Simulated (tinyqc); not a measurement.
## Trench capacitor in an array: capacitance, non-linearity, leakage and relaxation: cell against the aspect ratio

A film between two metal electrodes, each interface adding a series capacitance ci. The small-signal permittivity is ek (1 + aq E^2); the field is found with the linear permittivity. Leakage J = J0 sinh(E/Ef). After a voltage step the film passes a relaxation current kr C V tt^(-nr), tt being the time in seconds. The sidewall is a coaxial capacitor with radii a = dm/2 - t and b = dm/2, depth AR dm; the end face is left out.

Per length 1/c = ln(b/a)/(2 pi eps0 ek) + (1/a + 1/b)/(2 pi ci); cell capacitance c AR dm; per footprint over pt^2; fields c V/(2 pi eps0 ek r) at r = a and b; resistance of the inner electrode rho AR dm/(pi a^2); time constant R C/3 of the distributed line.

Inputs (values chosen for the exercise); permittivity of the order of that of strontium titanate: relative permittivity of the film ek = 153; film thickness t = 9.6 nm; capacitance of each electrode interface (dead layer and screening) ci = 1000 uF/cm^2; bias V = 0.8 V; diameter of the hole dm = 100 nm; pitch of the square array pt = 190 nm; resistivity of the inner electrode rho = 2000 uohm cm.

Constants: eps0 = 8.8541878128e-14 F/cm where lengths are in cm. Results are converted to the units shown.

The same in every row: field at a (MV/cm) = 0.90315; field at b (MV/cm) = 0.72974.

Result of one run:
```
cell capacitance (fF)  per footprint (uF/cm^2)  R (kohm)  R C/3 (ps)
194.11                                  537.69    19.502      1261.8
```

Which aspect ratio, depth over diameter AR gave this result: 5, 10, 50 or 70?

AR = 50.

The whole series:
```
AR   cell capacitance (fF)  per footprint (uF/cm^2)  R (kohm)  R C/3 (ps)
5                   19.411                   53.769    1.9502      12.618
10                  38.821                   107.54    3.9005      50.474
20                  77.642                   215.08    7.8009      201.89
30                  116.46                   322.61    11.701      454.26
50                  194.11                   537.69    19.502      1261.8
70                  271.75                   752.77    27.303      2473.2
100                 388.21                   1075.4    39.005      5047.4
```

As AR goes from 5 to 100, the cell capacitance rises from 19.4 to 388 fF, the capacitance per footprint rises from 53.8 to 1080 uF/cm^2, the ratio of the two fields stays at 1.24 and R C/3 rises from 12.6 to 5050 ps; the time constant goes as AR^(2.00) between the first two rows and AR^(2.00) between the last two.

Computed by the program tinyqc: `OMP_NUM_THREADS=1 python tinyqc.py 2102198 2102199 out.jsonl`, one thread of a shared Intel Xeon 2.30GHz, about 0.01 s for the whole run.
